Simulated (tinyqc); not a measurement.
Inside a calculation. Method: tight binding, dimerised chain. Computed by tinyqc, a small Python program that keeps every step. Settings: t1 = 1.62, t2 = 1.81, delta = 0.48, points = 6, cells = 4. Command: `OMP_NUM_THREADS=1 python tinyqc.py 24491 24492 out.jsonl` (the two numbers bound the seeds that draw the settings). One thread of a shared host (Intel(R) Xeon(R) Processor @ 2.60GHz), about 0.01 s of CPU time with the checks.

## Bloch Hamiltonian at k

Parameters chosen for this model:
```
parameter     value                      unit
t1         1.620000       eV, inside the cell
t2         1.810000         eV, between cells
delta      0.480000  eV, +/- on the two sites
```

k point k (2 pi / a): [0.430000]

H_AA = +delta, H_BB = -delta, H_AB = -t1 - t2 exp(-i k a).

H(k) at k (eV), order A, B:
```
[[0.480000, 0.017737+0.770661i],
 [0.017737-0.770661i, -0.480000]]
```

## Levels at k

Diagonalise the Hermitian matrix.

eigenvalues (eV): [-0.908093, 0.908093]

weights |c|^2 of the basis functions, order A, B:
```
[[0.235710, 0.764290],
 [0.764290, 0.235710]]
```

## Bloch Hamiltonian at X

k point X (2 pi / a): [0.500000]

As before.

H(k) at X (eV), order A, B:
```
[[0.480000, 0.190000],
 [0.190000, -0.480000]]
```

## Levels at X

As before.

eigenvalues (eV): [-0.516236, 0.516236]

weights |c|^2 of the basis functions, order A, B:
```
[[0.035097, 0.964903],
 [0.964903, 0.035097]]
```

## Bands along a path

The same steps at evenly spaced points between the labelled ones.

Bands along the path (eV):
```
k            band 1    band 2
G         -3.463423  3.463423
G-X 0.25  -3.205879  3.205879
G-X 0.50  -2.476065  2.476065
G-X 0.75  -1.408596  1.408596
X         -0.516236  0.516236
```

With 1 band(s) filled, the highest filled level on these points lies at X and the lowest empty one at X: a gap of 1.0325 eV, direct.

## Berry (Zak) phase of the lower band

On 6 points k_j = j/N: phase = -Im ln of the product of <u_j|u_(j+1)>, closed with u_N = u_0 (the cell-periodic part is taken without the site positions). Single arguments depend on the phases chosen for the u_j; only their sum modulo 2 pi does not.

Overlaps:
```
j  |<u_j|u_j+1>|  argument (rad)
0       0.962480       -0.235312
1       0.957717       -0.228846
2       0.742431       -0.139304
3       0.742431       -0.139304
4       0.957717       -0.228846
5       0.962480       -0.235312
```

phase / pi, folded into (-1, 1] = 0.384176

## Open chain of 4 cells

H of the open chain (eV):
```
[[0.480000, -1.620000, 0.000000, 0.000000, 0.000000, 0.000000, 0.000000, 0.000000],
 [-1.620000, -0.480000, -1.810000, 0.000000, 0.000000, 0.000000, 0.000000, 0.000000],
 [0.000000, -1.810000, 0.480000, -1.620000, 0.000000, 0.000000, 0.000000, 0.000000],
 [0.000000, 0.000000, -1.620000, -0.480000, -1.810000, 0.000000, 0.000000, 0.000000],
 [0.000000, 0.000000, 0.000000, -1.810000, 0.480000, -1.620000, 0.000000, 0.000000],
 [0.000000, 0.000000, 0.000000, 0.000000, -1.620000, -0.480000, -1.810000, 0.000000],
 [0.000000, 0.000000, 0.000000, 0.000000, 0.000000, -1.810000, 0.480000, -1.620000],
 [0.000000, 0.000000, 0.000000, 0.000000, 0.000000, 0.000000, -1.620000, -0.480000]]
```

The same hoppings without the wrap-around bond.

levels (eV): [-3.256722, -2.662507, -1.757470, -0.680893, 0.680893, 1.757470, 2.662507, 3.256722]

weights of the highest filled level on the sites: [0.070725, 0.036318, 0.047034, 0.135672, 0.023478, 0.271793, 0.006285, 0.408695]

The bulk gap runs from -0.5162 to 0.5162 eV; no level of this chain lies inside it.
